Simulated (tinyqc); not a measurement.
Worked calculation: plane-wave Kohn-Sham cycle with exchange-only LDA in a layered model solid. One step of it, computed by the program tinyqc.

Problem. Iteration 1: levels at that k. Diagonalise the Hermitian matrix.

H (hartree), lower triangle:
```
           -3         -2         -1         +0         +1         +2        +3
-3   6.574148
-2  -0.150000   2.669056
-1   0.000000  -0.150000   0.408214
+0   0.000000   0.000000  -0.150000  -0.208379
+1   0.000000   0.000000   0.000000  -0.150000   0.819276
+2   0.000000   0.000000   0.000000   0.000000  -0.150000   3.491181
+3   0.000000   0.000000   0.000000   0.000000   0.000000  -0.150000  7.807334
```

Give: eigenvalues.

Solution.

eigenvalues (hartree): -0.2632  0.4304  0.8335  2.6733  3.4944  6.5799  7.8125
